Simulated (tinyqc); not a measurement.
From results back to parameters: free-carrier optics of a doped semiconductor (Drude model with one polar phonon). Four cases, with inputs chosen for the exercise.

Problem. The upper coupled mode solves E^4 - (wL^2 + Ep^2) E^2 + Ep^2 wT^2 = 0 with wL = wT sqrt(es/ei); N is hidden.

eps(E) = ei [1 - Ep^2/(E^2 + i E Gam)] + (es - ei) wT^2/(wT^2 - E^2 - i E gT), with Ep^2 = 8 pi c (e^2/(4 pi eps0)) N/(m ei), c = hbar^2/2m0, N in 1/angstrom^3 (1e-24 per 1/cm^3); Gam = hbar/tau, tau = mu m m0/e with m0/e = 5.685630e-12 kg/C and mu in m^2/(V s). Energies in meV.

Constants: hbar^2/2m0 = 3.80998211 eV angstrom^2; e^2/(4 pi eps0) = 14.39964547 eV angstrom.

Find: Ep; N; L-.

Method. Ep^2 = L+^2 (L+^2 - wL^2)/(L+^2 - wT^2); the product of the roots gives L- = Ep wT/L+.

Case 1.

Values chosen (mass and dielectric values near those of InAs; N and mu are free inputs; interband absorption and the rise of the mass with filling are left out; not measured data): m = 0.0285 m0 (conductivity mass); ei = 12.56 (high-frequency dielectric constant); wT = 27 meV (TO phonon); es = 15.29 (static dielectric constant).

L+ = 33.3709 meV

Solution.

Ep = 25.59 meV
N = 1.70e+17 1/cm^3
L- = 20.70 meV

Case 2.

Values chosen (mass and dielectric values near those of GaAs; N and mu are free inputs; interband absorption and the rise of the mass with filling are left out; not measured data): m = 0.0711 m0 (conductivity mass); ei = 10.68 (high-frequency dielectric constant); wT = 33.3 meV (TO phonon); es = 12.5 (static dielectric constant).

L+ = 42.5721 meV

Solution.

Ep = 36.41 meV
N = 7.30e+17 1/cm^3
L- = 28.48 meV

Case 3.

Values chosen (mass and dielectric values near those of GaAs; N and mu are free inputs; interband absorption and the rise of the mass with filling are left out; not measured data): m = 0.0702 m0 (conductivity mass); ei = 10.78 (high-frequency dielectric constant); wT = 33.5 meV (TO phonon); es = 12.77 (static dielectric constant).

L+ = 37.9836 meV

Solution.

Ep = 22.59 meV
N = 2.80e+17 1/cm^3
L- = 19.92 meV

Case 4.

Values chosen (mass and dielectric values near those of GaSb; N and mu are free inputs; interband absorption and the rise of the mass with filling are left out; not measured data): m = 0.0422 m0 (conductivity mass); ei = 14 (high-frequency dielectric constant); wT = 27.9 meV (TO phonon); es = 15.17 (static dielectric constant).

L+ = 29.3412 meV

Solution.

Ep = 13.49 meV
N = 7.80e+16 1/cm^3
L- = 12.83 meV

Computed by tinyqc, one run a case: `OMP_NUM_THREADS=1 python tinyqc.py N N+1 out.jsonl` with N = 1651068, 1651073, 1651144, 1651279; one thread of a shared Intel(R) Xeon(R) Processor @ 2.30GHz, about 0.01 s a run at most.
